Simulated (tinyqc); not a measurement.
## MOSFET in saturation, small-signal circuit and noise: effect of the gate length on speed and noise

Bias by the inversion coefficient IC = I/Ispec (charge-based model with velocity saturation; weak inversion below 0.1, strong above 10). Common-source circuit: gm, gds, Cgs, Cgd and Cj at the inner nodes, Rg in series with the gate; quasi-static, no source or drain resistance, no gate-body capacitance, no substrate network, no induced gate noise, so fmax is an upper estimate.

Ispec = 2 n mu Cox (W/L) Vt^2, lc = Ls/L, gms = [sqrt((lc IC + 1)^2 + 4 IC) - 1]/[2 + lc (lc IC + 1)], gm = gms Ispec/(n Vt), gds = sg gm. qs = [sqrt(1 + 4 IC) - 1]/2, Cgs = Cox W L qs (2 qs + 3)/(3 (qs + 1)^2) + Cov W, Cgd = Cov W, Cd = Cj W, Rg = Rsh (Wf/L)/(12 Nf) + Rc/W with Nf = W/Wf fingers (not rounded) contacted at both ends. fT = gm/(2 pi (Cgs + Cgd)), fmax = fT/(2 sqrt(Rg (gds + 2 pi fT Cgd))). Channel noise Sid = 4 kB T gam n gm with gam = (1/2 + (2/3) qs)/(1 + qs) + gw lc IC, qs = [sqrt(1 + 4 IC) - 1]/2, lc = Ls/L (the last term an empirical rise with velocity saturation); at the gate, white noise Sw = Sid/gm^2 + 4 kB T Rg. Number fluctuation with correlated mobility: S(f) = K/f, K = q^2 Vt lt Nt/(W L Cox^2) (1 + ac mu Cox I/gm)^2, Vt in eV with Nt per eV. Corner fc = K/Sw. IC is held fixed, and so is sg.

Parameters, values chosen for the exercise: temperature T = 350 K; total gate width W = 40 um; gate capacitance Cox = 0.78 uF/cm^2; mobility mu = 230 cm^2/(V s); slope factor n = 1.34; velocity-saturation length Ls = 15 nm; ratio gds/gm sg = 0.1; overlap and fringe capacitance per side Cov = 0.33 fF/um; drain junction capacitance Cj = 0.49 fF/um; sheet resistance of the gate Rsh = 10 ohm; finger width Wf = 1 um; gate contact and vertical resistance Rc = 100 ohm um; inversion coefficient IC = 5.8; short-channel excess of the noise factor gw = 0.12; oxide trap density Nt = 1.1e17 cm^-3 eV^-1; tunnelling length into the oxide lt = 0.1 nm; Coulomb scattering coefficient ac = 10000 V s/C.

Constants: q = 1.602176634e-19 C, kB = 1.380649e-23 J/K, Vt = kB T/q. Results are converted to the units shown.

Result of one run:
```
L (nm)  I (uA)  Rg (ohm)  fT (GHz)  fmax (GHz)  sqrt(Sw) (nV/Hz^0.5)  fc (MHz)
20        5073     3.542     119.9       288.7                 1.176     250.8
```

What becomes of these results when the gate length L is changed from 20 to 79 nm, all else the same?

Result of the changed run:
```
L (nm)  I (uA)  Rg (ohm)  fT (GHz)  fmax (GHz)  sqrt(Sw) (nV/Hz^0.5)  fc (MHz)
79        1284     2.764     39.54       182.4                 1.426     33.36
```

The whole series:
```
L (nm)  I (uA)  Rg (ohm)  fT (GHz)  fmax (GHz)  sqrt(Sw) (nV/Hz^0.5)  fc (MHz)
20        5073     3.542     119.9       288.7                 1.176     250.8
32        3171     3.151     92.70       267.5                 1.175     135.8
50        2029     2.917     64.37       229.7                 1.257     70.51
79        1284     2.764     39.54       182.4                 1.426     33.36
130      780.5     2.660     20.93       132.1                 1.711     13.81
200      507.3     2.604     11.23       94.87                 2.050     6.200
320      317.1     2.565     5.342       62.83                 2.533     2.526
500      202.9     2.542     2.507       40.53                 3.124     1.061
```

As L goes from 20 to 500 nm, fT falls from 120 to 2.51 GHz, fmax falls from 289 to 40.5 GHz, the white noise goes from 1.176 through a minimum of 1.175 (at L = 32 nm among the rows listed) to 3.124 nV/Hz^0.5 and the corner falls from 251 to 1.06 MHz. fT goes as L^(-0.55) between the first two rows and L^(-1.70) between the last two; with no overlap and no velocity saturation it would go as 1/L^2. For L = 79 to 500 nm fmax exceeds 4 fT, where channel resistance and substrate losses, left out here, would cap it.

Program tinyqc, `OMP_NUM_THREADS=1 python tinyqc.py 2150106 2150107 out.jsonl`; Intel Xeon 2.30GHz, shared host, one thread, about 0.01 s.
